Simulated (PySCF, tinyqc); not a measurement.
Worked calculation: G0W0 on RHF in the sto-3g basis, for H4, spin multiplicity 1. The lowest restricted solution is unstable here: a spin-polarised one lies 0.0525 hartree lower (PySCF). One step of it, computed by the program tinyqc.

Problem. Iteration 2 (converged): orbitals. Diagonalise F' = X^T F X, C = X C', fill 2 alpha and 2 beta electrons from the bottom; D = 2 C_occ C_occ^T. Each column has its largest component positive (the first on a tie).

converged F (hartree), order 1H 1s, 2H 1s, 3H 1s, 4H 1s:
$$\begin{pmatrix}
-0.179433 & -0.377622 & -0.140892 & -0.107549 \\
-0.377622 & -0.179433 & -0.107549 & -0.140892 \\
-0.140892 & -0.107549 & -0.179433 & -0.377622 \\
-0.107549 & -0.140892 & -0.377622 & -0.179433
\end{pmatrix}$$

X, order 1H 1s, 2H 1s, 3H 1s, 4H 1s:
$$\begin{pmatrix}
1.063545 & -0.185399 & -0.097705 & -0.001360 \\
-0.185399 & 1.063545 & -0.001360 & -0.097705 \\
-0.097705 & -0.001360 & 1.063545 & -0.185399 \\
-0.001360 & -0.097705 & -0.185399 & 1.063545
\end{pmatrix}$$

Give: F' = X^T F X; orbital energies; coefficients C; D after iteration 2.

Solution.

F' = X^T F X (hartree):
$$\begin{pmatrix}
-0.036 & -0.355 & -0.099 & 0.001 \\
-0.355 & -0.036 & 0.001 & -0.099 \\
-0.099 & 0.001 & -0.036 & -0.355 \\
0.001 & -0.099 & -0.355 & -0.036
\end{pmatrix}$$

orbital energies (hartree): MO1 -0.489, MO2 -0.295, MO3 0.219, MO4 0.419

coefficients C, order 1H 1s, 2H 1s, 3H 1s, 4H 1s:
$$\begin{pmatrix}
0.390 & 0.489 & 0.576 & 0.673 \\
0.390 & 0.489 & -0.576 & -0.673 \\
0.390 & -0.489 & 0.576 & -0.673 \\
0.390 & -0.489 & -0.576 & 0.673
\end{pmatrix}$$

D after iteration 2, order 1H 1s, 2H 1s, 3H 1s, 4H 1s:
$$\begin{pmatrix}
0.781 & 0.781 & -0.174 & -0.174 \\
0.781 & 0.781 & -0.174 & -0.174 \\
-0.174 & -0.174 & 0.781 & 0.781 \\
-0.174 & -0.174 & 0.781 & 0.781
\end{pmatrix}$$
